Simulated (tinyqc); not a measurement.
# Double-gate transistor below threshold, two-dimensional Poisson equation on a small mesh: effects of single changes

Half of a symmetric double-gate structure: row 0 is the mid-plane of the body, where the normal field vanishes. Mobile charge is neglected (subthreshold), the body is fully depleted, and potentials are counted from the intrinsic level; rows run upward to the gate, columns from source to drain.

Inputs (values chosen for the exercise); semiconductor permittivity close to that of germanium:
```
symbol,value,unit,meaning
T,350,K,temperature
eps_r,16.2,,relative permittivity of the semiconductor
eox,9,,relative permittivity of the insulator
tb,6,nm,half the body thickness
tox,3,nm,insulator thickness
L,54,nm,channel length
Na,0,cm^-3,acceptor density of the depleted body
Vbi,0.55,V,potential of the source
Vfb,-0.03,V,gate offset
Vg,0,V,gate voltage
Vd,0.5,V,drain voltage
```

Constants: q = 1.602176634e-19 C, kB = 1.380649e-23 J/K, Vt = kB T/q, eps0 = 8.8541878128e-14 F/cm where lengths are in cm. Results are converted to the units shown.

Each table varies one quantity; the others keep the values above.

## Effect of the drain voltage

Mesh: rows i = 0..12 in the semiconductor (step hs = tb/12, row 12 on the interface), then 8 step(s) ho = tox/8 up to the gate row 20; columns j = 0..80 (step hy = L/80). Box integration, divided by eps0: up_i = eps hy/h of the interval above row i, dn_i = that of the interval below (0 for row 0), lat_i = (sum of eps h/2 over the intervals above and below)/hy, s_i = -q Na w_i hy/eps0 with w_i the semiconductor height of the box (hs/2 for row 0 and the interface row, hs between, 0 in the insulator). Each free node obeys (up + dn + 2 lat) psi = up psi(above) + dn psi(below) + lat [psi(left) + psi(right)] + s. Fixed values: gate row Vg - Vfb; column 0 at Vbi and the last column at Vbi + Vd in the semiconductor, each running linearly to Vg - Vfb across the insulator. The system is solved directly. On row 0 the minimum of psi and its place come from a parabola through the three lowest nodes; barrier = Vbi - minimum, swing = Vt ln 10/(d psi/dVg), DIBL = (d psi/dVd)/(d psi/dVg) there. Lambda = pi/k with k the smallest positive root of tan(k tox) tan(k tb) = eox/eps_r.

Effect of the drain voltage:
```
Vd (V),L/Lambda,barrier (V),place y/L,swing (mV/decade),DIBL (mV/V)
0.05,2.500,0.4954,0.4941,72.73,22.56
0.25,2.500,0.4915,0.4750,72.79,19.42
0.45,2.500,0.4880,0.4602,72.90,17.32
0.65,2.500,0.4848,0.4483,73.02,15.79
0.85,2.500,0.4819,0.4382,73.14,14.62
1.05,2.500,0.4793,0.4295,73.27,13.68
```

Read the table: what changes, and by how much?

As Vd goes from 0.05 to 1.05 V, the barrier falls from 0.495 to 0.479 V, the swing rises from 72.7 to 73.3 mV a decade and DIBL falls from 22.6 to 13.7 mV/V; the ideal swing is 69.4. The barrier top moves from y/L = 0.494 to 0.430, towards the source.

## Effect of half the body thickness

Same model as above.

Effect of half the body thickness:
```
tb (nm),L/Lambda,barrier (V),place y/L,swing (mV/decade),DIBL (mV/V)
2.4,4.087,0.5174,0.4737,69.71,1.260
3.2,3.552,0.5140,0.4698,70.06,2.983
4.2,3.075,0.5070,0.4651,70.78,6.494
5.5,2.634,0.4936,0.4592,72.22,13.47
7.3,2.212,0.4677,0.4514,75.16,27.72
9.6,1.844,0.4253,0.4413,80.53,53.55
```

What does the table show?

As tb goes from 2.4 to 9.6 nm, the barrier falls from 0.517 to 0.425 V, the swing rises from 69.7 to 80.5 mV a decade and DIBL rises from 1.26 to 53.5 mV/V; the ideal swing is 69.4. L/Lambda goes from 4.1 to 1.8. At tb = 2.4 nm the body is under 5 nm thick, where quantum confinement matters.

## Choice of the relaxation factor

Mesh: rows i = 0..2 in the semiconductor (step hs = tb/2, row 2 on the interface), then 2 step(s) ho = tox/2 up to the gate row 4; columns j = 0..5 (step hy = L/5). Sweeps go row by row from row 0, left to right, psi(new) = psi + omega (t - psi) with t the value that solves the node equation for the newest neighbours; free nodes start at zero; stop when the largest change is below 1e-7 V.

Choice of the relaxation factor:
```
omega,sweeps
1,71
1.1,59
1.2,47
1.3,37
1.4,25
1.5,25
1.6,32
1.7,42
1.8,67
1.9,136
```

Gauss-Seidel (omega = 1) takes 71 sweeps; the fewest, 25, are at omega = 1.4 and 1.5, and omega = 1.9 takes 136. The Jacobi matrix of this mesh has spectral radius rho = 0.9121, so theory puts the best factor at 2/(1 + sqrt(1 - rho^2)) = 1.42.

Numbers from tinyqc (`OMP_NUM_THREADS=1 python tinyqc.py 2480118 2480119 out.jsonl`; about 0.2 s on one thread of a shared Intel Xeon 2.30GHz).
